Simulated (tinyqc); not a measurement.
Jacobi rotations on a symmetric matrix, step by step. One step of it, computed by the program tinyqc.

Question. Jacobi rotation 2. Take the largest off-diagonal element A_pq; tan 2 theta = 2 A_pq / (A_qq - A_pp) with |theta| <= pi/4; A' = J^T A J with J_pp = J_qq = cos, J_pq = sin, J_qp = -sin.

A', lower triangle:
```
          1         2         3
1  0.393000
2  0.116761  0.642066
3  0.136700  0.000000  1.610934
```

Give: p, q, theta; A'.

Answer.

p, q, theta (rad): 1.0000  3.0000  0.1104

A', lower triangle:
```
        1       2       3
1  0.3778
2  0.1161  0.6421
3  0.0000  0.0129  1.6261
```
